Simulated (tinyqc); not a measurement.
Image-sensor pixel with a pinned photodiode, signal and noise: one step of the calculation.

A buried n layer between a heavily doped p+ surface layer and a p layer is emptied into a floating diffusion, read through a source follower with correlated double sampling (reset noise cancelled). One-dimensional abrupt junctions; no blooming, lag or crosstalk.

Task. Full well, conversion gain and read noise. Floating-diffusion limit Cf dV/q; full well FW is the smaller of the two; conversion gain CG = q As/Cf; read noise in electrons vn/CG. Reset noise sqrt(kB T Cf)/q is listed for comparison.

Inputs (values chosen for the exercise); material values close to those of silicon:
- T = 300 K (temperature)
- Cf = 0.58 fF (floating-diffusion capacitance)
- dV = 0.6 V (usable swing of the floating diffusion)
- As = 0.84 (source-follower gain)
- vn = 73 uV (read noise at the output)

Constants: q = 1.602176634e-19 C, kB = 1.380649e-23 J/K. Results are converted to the units shown.

diode capacity = 4138.4792 electrons

Find: floating-diffusion limit; FW; CG; read noise; reset noise.

Result.

floating-diffusion limit = 2172 electrons
FW = 2172 electrons
CG = 232.0 uV/electron
read noise = 0.3146 electrons
reset noise = 9.674 electrons

The floating diffusion limits the full well.

Numbers from tinyqc (`OMP_NUM_THREADS=1 python tinyqc.py 2630152 2630153 out.jsonl`; about 0.01 s on one thread of a shared Intel Xeon 2.30GHz).
